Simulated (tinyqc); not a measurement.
Inside a calculation. Method: plane-wave Kohn-Sham cycle with exchange-only LDA in a layered model solid. One step of it, computed by the program tinyqc.

Question. Iteration 1: potential. V_H(G) = 4 pi rho(G)/G^2 for G != 0 (uniform background); v_x = -(3 rho/pi)^(1/3); V = V_ext + V_H + v_x; Fourier components f(G_m) = (1/N) sum_j f(x_j) exp(-i G_m x_j).

A solid whose potential varies along x alone (atomic units):
```
parameter                      value
period a                    4.700000
cross-section of the cell  35.000000
electrons per cell                 4
grid points                       16
plane waves -n..n, n               2
k points                           1
V1 in V1 cos(2 pi x/a)     -0.550000
V2 in V2 cos(4 pi x/a)      0.130000
```

density at the start, on the grid x_j = j a/N (e/bohr^3): [0.02431611, 0.02431611, 0.02431611, 0.02431611, 0.02431611, 0.02431611, 0.02431611, 0.02431611, 0.02431611, 0.02431611, 0.02431611, 0.02431611, 0.02431611, 0.02431611, 0.02431611, 0.02431611]

Give: Potentials on the grid; V(G_m), m = 0, 1, 2, ....

Answer.

Potentials on the grid (hartree):
```
x         V_ext     V_H      v_x        V
0.0000  -0.4200  0.0000  -0.2853  -0.7053
0.2938  -0.4162  0.0000  -0.2853  -0.7015
0.5875  -0.3889  0.0000  -0.2853  -0.6742
0.8812  -0.3024  0.0000  -0.2853  -0.5877
1.1750  -0.1300  0.0000  -0.2853  -0.4153
1.4688   0.1186  0.0000  -0.2853  -0.1667
1.7625   0.3889  0.0000  -0.2853   0.1036
2.0562   0.6001  0.0000  -0.2853   0.3148
2.3500   0.6800  0.0000  -0.2853   0.3947
2.6437   0.6001  0.0000  -0.2853   0.3148
2.9375   0.3889  0.0000  -0.2853   0.1036
3.2313   0.1186  0.0000  -0.2853  -0.1667
3.5250  -0.1300  0.0000  -0.2853  -0.4153
3.8188  -0.3024  0.0000  -0.2853  -0.5877
4.1125  -0.3889  0.0000  -0.2853  -0.6742
4.4062  -0.4162  0.0000  -0.2853  -0.7015
```

V(G_m), m = 0, 1, 2, ... (hartree): [-0.2853, -0.2750, 0.0650, 0.0000, 0.0000]
